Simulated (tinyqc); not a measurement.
Inside a calculation (part 1 of 2). Method: UHF in the sto-3g basis, for Be+, spin multiplicity 2. This run ends on a higher stationary point, not on the lowest solution. Computed by tinyqc, a small Python program that keeps every step (integrals from PySCF). Settings: charge = 1, multiplicity = 2, basis = sto-3g, energy threshold = 1e-10, iteration cap = 55, orthogonalisation = canonical, start = random, DIIS depth = 3, damping = 0.5, shift = 1.0, method = UHF. Command: `OMP_NUM_THREADS=1 python tinyqc.py 20682 20683 out.jsonl` (the two numbers bound the seeds that draw the settings). One thread of a shared host (Intel(R) Xeon(R) Processor @ 2.60GHz), about 0.1 s of CPU time with the checks. Later iterations appear only in the table of the cycle.

## One-electron integrals

Geometry (angstrom):

| atom | x | y | z |
|---|---|---|---|
| Be | 0.0000 | 0.0000 | 0.0000 |

Basis sto-3g: exponents (1/bohr^2) and contraction coefficients of normalised primitives:

| element | l (shell) | exponent | coefficient |
|---|---|---|---|
| Be | s (1) | 30.1679 | 0.1543 |
| Be | s (1) | 5.4951 | 0.5353 |
| Be | s (1) | 1.4872 | 0.4446 |
| Be | s (2) | 1.3148 | -0.1000 |
| Be | s (2) | 0.3055 | 0.3995 |
| Be | s (2) | 0.0994 | 0.7001 |
| Be | p (3) | 1.3148 | 0.1559 |
| Be | p (3) | 0.3055 | 0.6077 |
| Be | p (3) | 0.0994 | 0.3920 |

Overlap, kinetic and nuclear-attraction integrals over the contracted functions; the nuclear repulsion is the sum of Za Zb / Rab.

nuclear repulsion = 0 hartree

overlap S:
```
         1Be 1s  1Be 2s  1Be 2px  1Be 2py  1Be 2pz
1Be 1s   1.0000  0.2595   0.0000   0.0000   0.0000
1Be 2s   0.2595  1.0000   0.0000   0.0000   0.0000
1Be 2px  0.0000  0.0000   1.0000   0.0000   0.0000
1Be 2py  0.0000  0.0000   0.0000   1.0000   0.0000
1Be 2pz  0.0000  0.0000   0.0000   0.0000   1.0000
```

kinetic energy T (hartree):
```
          1Be 1s   1Be 2s  1Be 2px  1Be 2py  1Be 2pz
1Be 1s    6.6940  -0.0330   0.0000   0.0000   0.0000
1Be 2s   -0.0330   0.2111   0.0000   0.0000   0.0000
1Be 2px   0.0000   0.0000   0.6606   0.0000   0.0000
1Be 2py   0.0000   0.0000   0.0000   0.6606   0.0000
1Be 2pz   0.0000   0.0000   0.0000   0.0000   0.6606
```

nuclear attraction V (hartree):
```
           1Be 1s   1Be 2s  1Be 2px  1Be 2py  1Be 2pz
1Be 1s   -14.5611  -1.8992   0.0000   0.0000   0.0000
1Be 2s    -1.8992  -2.3133   0.0000   0.0000   0.0000
1Be 2px    0.0000   0.0000  -2.2947   0.0000   0.0000
1Be 2py    0.0000   0.0000   0.0000  -2.2947   0.0000
1Be 2pz    0.0000   0.0000   0.0000   0.0000  -2.2947
```

core Hamiltonian H = T + V (hartree):
```
          1Be 1s   1Be 2s  1Be 2px  1Be 2py  1Be 2pz
1Be 1s   -7.8671  -1.9323   0.0000   0.0000   0.0000
1Be 2s   -1.9323  -2.1022   0.0000   0.0000   0.0000
1Be 2px   0.0000   0.0000  -1.6342   0.0000   0.0000
1Be 2py   0.0000   0.0000   0.0000  -1.6342   0.0000
1Be 2pz   0.0000   0.0000   0.0000   0.0000  -1.6342
```

## Two-electron integrals

Functions are numbered as in S; the eight-fold symmetry (ij|kl) = (ji|kl) = (kl|ij) leaves the list below.

Two-electron integrals (ij|kl) in chemists' order, unique and non-zero (hartree):
```
(11|11) 2.2988   (21|11) 0.3920   (21|21) 0.0795   (22|11) 0.5710
(22|21) 0.1430   (22|22) 0.4177   (31|31) 0.0146   (32|31) 0.0219
(32|32) 0.0923   (33|11) 0.5696   (33|21) 0.1431   (33|22) 0.4176
(33|33) 0.4499   (41|41) 0.0146   (42|41) 0.0219   (42|42) 0.0923
(43|43) 0.0242   (44|11) 0.5696   (44|21) 0.1431   (44|22) 0.4176
(44|33) 0.4014   (44|44) 0.4499   (51|51) 0.0146   (52|51) 0.0219
(52|52) 0.0923   (53|53) 0.0242   (54|54) 0.0242   (55|11) 0.5696
(55|21) 0.1431   (55|22) 0.4176   (55|33) 0.4014   (55|44) 0.4014
(55|55) 0.4499
```

## Orthogonalisation

S = U s U^T; canonical form X = U s^(-1/2), so that X^T S X = 1. Each column of U has its largest component positive (the first on a tie).

eigenvalues of S: 0.7405  1.0000  1.0000  1.0000  1.2595

X:
```
               1       2       3       4       5
1Be 1s    0.8217  0.0000  0.0000  0.0000  0.6301
1Be 2s   -0.8217  0.0000  0.0000  0.0000  0.6301
1Be 2px   0.0000  1.0000  0.0000  0.0000  0.0000
1Be 2py   0.0000  0.0000  1.0000  0.0000  0.0000
1Be 2pz   0.0000  0.0000  0.0000  1.0000  0.0000
```

Within a degenerate level the vectors are fixed only up to a rotation; this is one choice.

## Starting guess

The start is random orthonormal orbitals; D(s) = C_occ C_occ^T for each spin.

D(alpha) at the start:
```
          1Be 1s   1Be 2s  1Be 2px  1Be 2py  1Be 2pz
1Be 1s    0.9141  -0.1319   0.2474   0.2476   0.0349
1Be 2s   -0.1319   0.0220  -0.0303  -0.0498   0.0471
1Be 2px   0.2474  -0.0303   0.0769   0.0412   0.1053
1Be 2py   0.2476  -0.0498   0.0412   0.1336  -0.2381
1Be 2pz   0.0349   0.0471   0.1053  -0.2381   0.9219
```

D(beta) at the start:
```
          1Be 1s   1Be 2s  1Be 2px  1Be 2py  1Be 2pz
1Be 1s    0.0132   0.0043   0.0150  -0.0258   0.1099
1Be 2s    0.0043   0.0014   0.0049  -0.0084   0.0357
1Be 2px   0.0150   0.0049   0.0170  -0.0293   0.1246
1Be 2py  -0.0258  -0.0084  -0.0293   0.0506  -0.2153
1Be 2pz   0.1099   0.0357   0.1246  -0.2153   0.9156
```

## Iteration 1: building the Fock matrix

J_ij = sum D_kl (ij|kl) with D = D(alpha) + D(beta), K_ij = sum D_kl (ik|jl) for each spin; F = H + J - K(s); E = tr D H + tr D J / 2 - 0.5 sum_s tr D(s) K(s) + E_nn.

Coulomb J (hartree):
```
         1Be 1s   1Be 2s  1Be 2px  1Be 2py  1Be 2pz
1Be 1s   3.2499   0.6493   0.0065   0.0039   0.0079
1Be 2s   0.6493   1.3862   0.0068  -0.0010   0.0216
1Be 2px  0.0065   0.0068   1.3551   0.0006   0.0111
1Be 2py  0.0039  -0.0010   0.0006   1.3594  -0.0220
1Be 2pz  0.0079   0.0216   0.0111  -0.0220   1.4396
```

exchange K(alpha) (hartree):
```
         1Be 1s  1Be 2s  1Be 2px  1Be 2py  1Be 2pz
1Be 1s   2.0162  0.3004   0.1395   0.1365   0.0281
1Be 2s   0.3004  0.1486   0.0254   0.0155   0.0298
1Be 2px  0.1395  0.0254   0.0698   0.0176   0.0448
1Be 2py  0.1365  0.0155   0.0176   0.0939  -0.1013
1Be 2pz  0.0281  0.0298   0.0448  -0.1013   0.4294
```

exchange K(beta) (hartree):
```
          1Be 1s   1Be 2s  1Be 2px  1Be 2py  1Be 2pz
1Be 1s    0.0481   0.0297   0.0095  -0.0165   0.0701
1Be 2s    0.0297   0.0936   0.0049  -0.0085   0.0363
1Be 2px   0.0095   0.0049   0.0316  -0.0125   0.0530
1Be 2py  -0.0165  -0.0085  -0.0125   0.0459  -0.0916
1Be 2pz   0.0701   0.0363   0.0530  -0.0916   0.4140
```

F(alpha) (hartree):
```
          1Be 1s   1Be 2s  1Be 2px  1Be 2py  1Be 2pz
1Be 1s   -6.6334  -1.5834  -0.1330  -0.1325  -0.0203
1Be 2s   -1.5834  -0.8646  -0.0186  -0.0165  -0.0081
1Be 2px  -0.1330  -0.0186  -0.3489  -0.0170  -0.0337
1Be 2py  -0.1325  -0.0165  -0.0170  -0.3687   0.0793
1Be 2pz  -0.0203  -0.0081  -0.0337   0.0793  -0.6240
```

F(beta) (hartree):
```
          1Be 1s   1Be 2s  1Be 2px  1Be 2py  1Be 2pz
1Be 1s   -4.6654  -1.3127  -0.0030   0.0204  -0.0622
1Be 2s   -1.3127  -0.8096   0.0018   0.0075  -0.0147
1Be 2px  -0.0030   0.0018  -0.3107   0.0130  -0.0419
1Be 2py   0.0204   0.0075   0.0130  -0.3206   0.0696
1Be 2pz  -0.0622  -0.0147  -0.0419   0.0696  -0.6086
```

total energy of this density = -8.755363 hartree

This density is the starting one.

## Iteration 1: diagonalisation and new density

A level shift of 1 hartree raises the virtual space: F + shift (S - S D(s) S), with D(s) the density of one spin. Diagonalise F' = X^T F X, C = X C', fill 2 alpha and 1 beta electrons from the bottom; D(s) = C_occ C_occ^T; the new density keeps 0.5 of the old one (damping). Each column has its largest component positive (the first on a tie).

F' = X^T F X (alpha) (hartree):
```
         1        2        3        4        5
1  -2.3688  -0.2629  -0.2763  -0.0026  -3.4175
2  -0.2629   0.5742  -0.0582  -0.1389  -0.2677
3  -0.2763  -0.0582   0.4977   0.3174  -0.2509
4  -0.0026  -0.1389   0.3174  -0.5458  -0.0829
5  -3.4175  -0.2677  -0.2509  -0.0829  -3.6570
```

orbital energies (alpha) (hartree): MO1 -6.5305, MO2 -0.6494, MO3 0.4386, MO4 0.5623, MO5 0.6793

coefficients C (alpha):
```
             MO1      MO2      MO3      MO4      MO5
1Be 1s    1.0068  -0.0125  -0.1635  -0.1781   0.0000
1Be 2s   -0.0399   0.0554   0.9010   0.5057   0.0000
1Be 2px   0.0531   0.0949  -0.3470   0.6121   0.7022
1Be 2py   0.0525  -0.2629  -0.3266   0.6149  -0.6659
1Be 2pz   0.0094   0.9586  -0.1040   0.0809  -0.2521
```

F' = X^T F X (beta) (hartree):
```
         1        2       3        4        5
1  -0.9264  -0.0101  0.0212  -0.0841  -2.0020
2  -0.0101   0.6724  0.0424  -0.1665  -0.0164
3   0.0212   0.0424  0.6288   0.2850   0.0448
4  -0.0841  -0.1665  0.2850  -0.5242  -0.1640
5  -2.0020  -0.0164  0.0448  -0.1640  -2.2302
```

orbital energies (beta) (hartree): MO1 -3.6954, MO2 -0.6029, MO3 0.5279, MO4 0.6920, MO5 0.6987

coefficients C (beta):
```
             MO1      MO2      MO3      MO4      MO5
1Be 1s    0.9906  -0.0686  -0.2935   0.0000  -0.0041
1Be 2s    0.0275   0.0254   1.0346   0.0000   0.0212
1Be 2px   0.0068   0.1323  -0.0177   0.7022   0.6993
1Be 2py  -0.0152  -0.2251  -0.0086  -0.6659   0.7111
1Be 2pz   0.0591   0.9630  -0.0266  -0.2521   0.0697
```

D(alpha) after iteration 1:
```
          1Be 1s   1Be 2s  1Be 2px  1Be 2py  1Be 2pz
1Be 1s    0.9639  -0.0864   0.1498   0.1519   0.0161
1Be 2s   -0.0864   0.0133  -0.0136  -0.0332   0.0499
1Be 2px   0.1498  -0.0136   0.0444   0.0095   0.0984
1Be 2py   0.1519  -0.0332   0.0095   0.1028  -0.2448
1Be 2pz   0.0161   0.0499   0.0984  -0.2448   0.9205
```

D(beta) after iteration 1:
```
          1Be 1s   1Be 2s  1Be 2px  1Be 2py  1Be 2pz
1Be 1s    0.4973   0.0157   0.0108  -0.0204   0.0842
1Be 2s    0.0157   0.0011   0.0025  -0.0044   0.0187
1Be 2px   0.0108   0.0025   0.0085  -0.0147   0.0625
1Be 2py  -0.0204  -0.0044  -0.0147   0.0254  -0.1081
1Be 2pz   0.0842   0.0187   0.0625  -0.1081   0.4596
```

## Iteration 2: building the Fock matrix

As before.

Coulomb J (hartree):
```
         1Be 1s   1Be 2s  1Be 2px  1Be 2py  1Be 2pz
1Be 1s   4.2010   0.7870   0.0042   0.0022   0.0059
1Be 2s   0.7870   1.4720   0.0050  -0.0012   0.0170
1Be 2px  0.0042   0.0050   1.4472  -0.0003   0.0078
1Be 2py  0.0022  -0.0012  -0.0003   1.4508  -0.0171
1Be 2pz  0.0059   0.0170   0.0078  -0.0171   1.5115
```

exchange K(alpha) (hartree):
```
         1Be 1s  1Be 2s  1Be 2px  1Be 2py  1Be 2pz
1Be 1s   2.1648  0.3469   0.0853   0.0832   0.0177
1Be 2s   0.3469  0.1560   0.0178   0.0081   0.0281
1Be 2px  0.0853  0.0178   0.0563   0.0041   0.0419
1Be 2py  0.0832  0.0081   0.0041   0.0812  -0.1042
1Be 2pz  0.0177  0.0281   0.0419  -0.1042   0.4292
```

exchange K(beta) (hartree):
```
          1Be 1s   1Be 2s  1Be 2px  1Be 2py  1Be 2pz
1Be 1s    1.1628   0.2161   0.0068  -0.0127   0.0523
1Be 2s    0.2161   0.0900   0.0031  -0.0056   0.0234
1Be 2px   0.0068   0.0031   0.0236  -0.0063   0.0266
1Be 2py  -0.0127  -0.0056  -0.0063   0.0308  -0.0460
1Be 2pz   0.0523   0.0234   0.0266  -0.0460   0.2156
```

F(alpha) (hartree):
```
          1Be 1s   1Be 2s  1Be 2px  1Be 2py  1Be 2pz
1Be 1s   -5.8309  -1.4922  -0.0811  -0.0810  -0.0117
1Be 2s   -1.4922  -0.7862  -0.0128  -0.0093  -0.0111
1Be 2px  -0.0811  -0.0128  -0.2433  -0.0043  -0.0341
1Be 2py  -0.0810  -0.0093  -0.0043  -0.2645   0.0871
1Be 2pz  -0.0117  -0.0111  -0.0341   0.0871  -0.5518
```

F(beta) (hartree):
```
          1Be 1s   1Be 2s  1Be 2px  1Be 2py  1Be 2pz
1Be 1s   -4.8289  -1.3614  -0.0025   0.0149  -0.0463
1Be 2s   -1.3614  -0.7202   0.0019   0.0044  -0.0064
1Be 2px  -0.0025   0.0019  -0.2106   0.0060  -0.0188
1Be 2py   0.0149   0.0044   0.0060  -0.2142   0.0289
1Be 2pz  -0.0463  -0.0064  -0.0188   0.0289  -0.3382
```

total energy of this density = -11.223276 hartree

This density is a damped mixture and is not idempotent.

## Iteration 2: DIIS over 2 matrices

error matrix X^T (FDS - SDF) X (alpha):
```
         1        2        3        4       5
1   0.0000  -0.4543  -0.4454  -0.0890  0.4130
2   0.4543   0.0000  -0.0001   0.0004  0.5921
3   0.4454   0.0001   0.0000   0.0004  0.5793
4   0.0890  -0.0004  -0.0004   0.0000  0.1193
5  -0.4130  -0.5921  -0.5793  -0.1193  0.0000
```

B (overlaps of the stored error matrices):
```
               1              2
1  9.3495533e+00  5.1873826e+00
2  5.1873826e+00  2.9129325e+00
```

Minimise |sum c_i e_i|^2 with sum c_i = 1: solve [B -1; -1 0][c; lambda] = [0; -1] with B_ij = tr e_i^T e_j summed over both spins, and take F = sum c_i F_i.

DIIS coefficients: -1.2049  2.2049

extrapolated F(alpha) (hartree):
```
          1Be 1s   1Be 2s  1Be 2px  1Be 2py  1Be 2pz
1Be 1s   -4.8640  -1.3822  -0.0186  -0.0190  -0.0014
1Be 2s   -1.3822  -0.6916  -0.0058  -0.0006  -0.0146
1Be 2px  -0.0186  -0.0058  -0.1160   0.0109  -0.0346
1Be 2py  -0.0190  -0.0006   0.0109  -0.1390   0.0964
1Be 2pz  -0.0014  -0.0146  -0.0346   0.0964  -0.4648
```

extrapolated F(beta) (hartree):
```
          1Be 1s   1Be 2s  1Be 2px  1Be 2py  1Be 2pz
1Be 1s   -5.0259  -1.4201  -0.0020   0.0082  -0.0272
1Be 2s   -1.4201  -0.6125   0.0020   0.0007   0.0037
1Be 2px  -0.0020   0.0020  -0.0901  -0.0025   0.0090
1Be 2py   0.0082   0.0007  -0.0025  -0.0859  -0.0202
1Be 2pz  -0.0272   0.0037   0.0090  -0.0202  -0.0125
```

## Iteration 2: diagonalisation and new density

As before.

F' = X^T F X (alpha) (hartree):
```
         1        2        3        4        5
1  -1.3105  -0.1099  -0.1277   0.0314  -2.6192
2  -0.1099   0.8396   0.0014  -0.1329  -0.1235
3  -0.1277   0.0014   0.7583   0.3412  -0.1066
4   0.0314  -0.1329   0.3412  -0.3853  -0.0625
5  -2.6192  -0.1235  -0.1066  -0.0625  -2.8095
```

orbital energies (alpha) (hartree): MO1 -4.7940, MO2 -0.4959, MO3 0.6636, MO4 0.8329, MO5 0.8860

coefficients C (alpha):
```
            MO1      MO2      MO3      MO4      MO5
1Be 1s   0.9970  -0.0171  -0.2651  -0.0876   0.0000
1Be 2s   0.0082   0.0613   1.0188   0.1747   0.0000
1Be 2px  0.0293   0.0950  -0.1250   0.6939   0.7022
1Be 2py  0.0288  -0.2627  -0.1028   0.6901  -0.6659
1Be 2pz  0.0057   0.9584  -0.0766   0.1099  -0.2521
```

F' = X^T F X (beta) (hartree):
```
         1        2       3        4        5
1  -1.0623  -0.0084  0.0159  -0.0652  -2.5246
2  -0.0084   0.9014  0.0122  -0.0535  -0.0106
3   0.0159   0.0122  0.8887   0.0879   0.0253
4  -0.0652  -0.0535  0.0879   0.5280  -0.0964
5  -2.5246  -0.0106  0.0253  -0.0964  -2.6995
```

orbital energies (beta) (hartree): MO1 -4.5378, MO2 0.5030, MO3 0.7732, MO4 0.9088, MO5 0.9090

coefficients C (beta):
```
             MO1      MO2      MO3      MO4      MO5
1Be 1s    0.9925  -0.0283  -0.2938  -0.0026   0.0000
1Be 2s    0.0264   0.0153   1.0350   0.0119   0.0000
1Be 2px   0.0027   0.1356  -0.0101   0.6989   0.7022
1Be 2py  -0.0059  -0.2225  -0.0047   0.7121  -0.6659
1Be 2pz   0.0231   0.9650  -0.0156   0.0658  -0.2521
```

D(alpha) after iteration 2:
```
          1Be 1s   1Be 2s  1Be 2px  1Be 2py  1Be 2pz
1Be 1s    0.9791  -0.0397   0.0887   0.0925   0.0027
1Be 2s   -0.0397   0.0086  -0.0038  -0.0245   0.0544
1Be 2px   0.0887  -0.0038   0.0271  -0.0073   0.0948
1Be 2py   0.0925  -0.0245  -0.0073   0.0863  -0.2482
1Be 2pz   0.0027   0.0544   0.0948  -0.2482   0.9195
```

D(beta) after iteration 2:
```
          1Be 1s   1Be 2s  1Be 2px  1Be 2py  1Be 2pz
1Be 1s    0.7412   0.0210   0.0068  -0.0131   0.0536
1Be 2s    0.0210   0.0009   0.0013  -0.0023   0.0096
1Be 2px   0.0068   0.0013   0.0043  -0.0074   0.0313
1Be 2py  -0.0131  -0.0023  -0.0074   0.0127  -0.0541
1Be 2pz   0.0536   0.0096   0.0313  -0.0541   0.2300
```

## Iteration 3: building the Fock matrix

As before.

Coulomb J (hartree):
```
         1Be 1s   1Be 2s  1Be 2px  1Be 2py  1Be 2pz
1Be 1s   4.6745   0.8559   0.0027   0.0011   0.0044
1Be 2s   0.8559   1.5154   0.0037  -0.0015   0.0143
1Be 2px  0.0027   0.0037   1.4937  -0.0007   0.0061
1Be 2py  0.0011  -0.0015  -0.0007   1.4970  -0.0147
1Be 2pz  0.0044   0.0143   0.0061  -0.0147   1.5479
```

exchange K(alpha) (hartree):
```
         1Be 1s  1Be 2s  1Be 2px  1Be 2py  1Be 2pz
1Be 1s   2.2355  0.3819   0.0512   0.0500   0.0106
1Be 2s   0.3819  0.1654   0.0127   0.0027   0.0282
1Be 2px  0.0512  0.0127   0.0499  -0.0031   0.0403
1Be 2py  0.0500  0.0027  -0.0031   0.0751  -0.1056
1Be 2pz  0.0106  0.0282   0.0403  -0.1056   0.4297
```

exchange K(beta) (hartree):
```
          1Be 1s   1Be 2s  1Be 2px  1Be 2py  1Be 2pz
1Be 1s    1.7240   0.3098   0.0042  -0.0081   0.0329
1Be 2s    0.3098   0.0881   0.0018  -0.0033   0.0138
1Be 2px   0.0042   0.0018   0.0196  -0.0031   0.0133
1Be 2py  -0.0081  -0.0033  -0.0031   0.0232  -0.0230
1Be 2pz   0.0329   0.0138   0.0133  -0.0230   0.1157
```

F(alpha) (hartree):
```
          1Be 1s   1Be 2s  1Be 2px  1Be 2py  1Be 2pz
1Be 1s   -5.4281  -1.4582  -0.0485  -0.0489  -0.0061
1Be 2s   -1.4582  -0.7522  -0.0090  -0.0042  -0.0139
1Be 2px  -0.0485  -0.0090  -0.1904   0.0024  -0.0342
1Be 2py  -0.0489  -0.0042   0.0024  -0.2123   0.0910
1Be 2pz  -0.0061  -0.0139  -0.0342   0.0910  -0.5160
```

F(beta) (hartree):
```
          1Be 1s   1Be 2s  1Be 2px  1Be 2py  1Be 2pz
1Be 1s   -4.9167  -1.3861  -0.0015   0.0092  -0.0284
1Be 2s   -1.3861  -0.6749   0.0019   0.0019   0.0005
1Be 2px  -0.0015   0.0019  -0.1601   0.0024  -0.0072
1Be 2py   0.0092   0.0019   0.0024  -0.1604   0.0084
1Be 2pz  -0.0284   0.0005  -0.0072   0.0084  -0.2020
```

total energy of this density = -12.551975 hartree

This density is a damped mixture and is not idempotent.

## Iteration 3: DIIS over 3 matrices

error matrix X^T (FDS - SDF) X (alpha):
```
         1        2        3        4       5
1   0.0000  -0.2480  -0.2441  -0.0459  0.2312
2   0.2480   0.0000  -0.0001   0.0003  0.3314
3   0.2441   0.0001   0.0000   0.0003  0.3233
4   0.0459  -0.0003  -0.0003   0.0000  0.0693
5  -0.2312  -0.3314  -0.3233  -0.0693  0.0000
```

B (overlaps of the stored error matrices):
```
               1              2              3
1  9.3495533e+00  5.1873826e+00  2.9126668e+00
2  5.1873826e+00  2.9129325e+00  1.6420171e+00
3  2.9126668e+00  1.6420171e+00  9.2728340e-01
```

As before.

DIIS coefficients: 0.2539  -1.9971  2.7432

extrapolated F(alpha) (hartree):
```
          1Be 1s   1Be 2s  1Be 2px  1Be 2py  1Be 2pz
1Be 1s   -4.9297  -1.4221  -0.0050  -0.0058   0.0015
1Be 2s   -1.4221  -0.7129  -0.0038   0.0028  -0.0181
1Be 2px  -0.0050  -0.0038  -0.1251   0.0109  -0.0344
1Be 2py  -0.0058   0.0028   0.0109  -0.1479   0.0958
1Be 2pz   0.0015  -0.0181  -0.0344   0.0958  -0.4719
```

extrapolated F(beta) (hartree):
```
          1Be 1s   1Be 2s  1Be 2px  1Be 2py  1Be 2pz
1Be 1s   -5.0282  -1.4168   0.0002   0.0007  -0.0013
1Be 2s   -1.4168  -0.6187   0.0020  -0.0019   0.0104
1Be 2px   0.0002   0.0020  -0.0974  -0.0020   0.0072
1Be 2py   0.0007  -0.0019  -0.0020  -0.0938  -0.0171
1Be 2pz  -0.0013   0.0104   0.0072  -0.0171  -0.0331
```
